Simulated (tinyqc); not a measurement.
p-n diode with diffusion and depletion-layer recombination: currents and ideality against junction voltage.

Abrupt junction in the depletion approximation, low injection, full ionisation, neutral widths fixed, ohmic contact on the p side. Vj is the junction voltage; where a series resistance Rs is given, V = Vj + J Rs is the terminal voltage.

ni = sqrt(Nc Nv) exp(-Eg/(2 Vt)), Eg in volts; D = mu Vt; Ln = sqrt(Dn tn), Lp = sqrt(Dp tp); J0n = q ni^2 Dn coth(wp/Ln)/(Ln Na); J0p = (q ni^2 Dp/(Lp Nd)) (s + tanh(wn/Lp))/(1 + s tanh(wn/Lp)), s = Sp Lp/Dp. J_diff = (J0n + J0p)(exp(Vj/Vt) - 1). Vbi = Vt ln(Na Nd/ni^2), W = sqrt(2 eps0 eps_r (Vbi - Vj)(1/Na + 1/Nd)/q), xp = W Nd/(Na + Nd), xn = W Na/(Na + Nd); u(x) = q Na (x + xp)^2/(2 eps0 eps_r) for x < 0 and Vbi - Vj - q Nd (xn - x)^2/(2 eps0 eps_r) for x > 0; p = Na exp(-u/Vt), n = Nd exp((u - Vbi + Vj)/Vt); U = ni^2 (exp(Vj/Vt) - 1)/(tp (n + ni exp(Et/Vt)) + tn (p + ni exp(-Et/Vt))); J_scr = q times the integral of U from -xp to xn. J = J_diff + J_scr. Ideality = (1/Vt) dVj/d ln J or (1/Vt) dV/d ln J; last column ni^2 exp(Vj/Vt)/N^2.

Values chosen for this exercise; band and dielectric values close to those of silicon: temperature T = 293 K; band gap Eg = 1.14 eV; relative permittivity eps_r = 11.5; conduction-band density of states at T Nc = 2.75e19 cm^-3; valence-band density of states at T Nv = 2.54e19 cm^-3; acceptor density Na = 3.8e17 cm^-3; donor density Nd = 1e16 cm^-3; electron mobility in the p side mun = 370 cm^2/(V s); hole mobility in the n side mup = 430 cm^2/(V s); electron lifetime tn = 3e-8 s; hole lifetime tp = 1e-7 s; neutral width of the p side wp = 0.22 um; neutral width of the n side wn = 2.2 um; recombination velocity at the n contact Sp = 2000 cm/s; series resistance Rs = 0.0054 ohm cm^2; trap level above the intrinsic level Et = 0 eV.

Constants: q = 1.602176634e-19 C, kB = 1.380649e-23 J/K, Vt = kB T/q, eps0 = 8.8541878128e-14 F/cm where lengths are in cm. Results are converted to the units shown.

Results:
```
Vj (V),J_diff (A/cm^2),J_scr (A/cm^2),J (A/cm^2),V (V),ideality against Vj,ideality against V,"minority/doping, lighter side"
0.21,1.713e-8,1.031e-6,1.048e-6,0.2100,1.862,1.862,7.040e-10
0.33,1.986e-6,1.272e-5,1.471e-5,0.3300,1.683,1.683,8.160e-8
0.39,2.138e-5,4.519e-5,6.656e-5,0.3900,1.460,1.460,8.784e-7
0.45,2.301e-4,1.630e-4,3.931e-4,0.4500,1.233,1.233,9.457e-6
0.5,0.001667,4.831e-4,0.002150,0.5000,1.111,1.112,6.851e-5
0.56,0.01795,0.001833,0.01978,0.5601,1.042,1.046,7.376e-4
0.62,0.1932,0.007248,0.2005,0.6211,1.015,1.058,0.007941
0.68,2.080,0.02953,2.110,0.6914,1.006,1.457,0.08548
```

Estimate the missing row, Vj = 0.27 V.

Computed row:
```
Vj (V),J_diff (A/cm^2),J_scr (A/cm^2),J (A/cm^2),V (V),ideality against Vj,ideality against V,"minority/doping, lighter side"
0.27,1.844e-7,3.617e-6,3.801e-6,0.2700,1.815,1.815,7.579e-9
```

With this row back in the table: The ideality against Vj falls from 1.86 to 1.01. Diffusion overtakes recombination in the layer between Vj = 0.39 and 0.45 V. J_scr alone has an ideality of 1.89 between the first two rows and 1.69 between the last two. From Vj = 0.68 V the series resistance raises the terminal ideality by over a tenth; there J Rs = 0.45 Vt.

Program tinyqc, `OMP_NUM_THREADS=1 python tinyqc.py 2260037 2260038 out.jsonl`; Intel Xeon 2.30GHz, shared host, one thread, about 0.01 s.
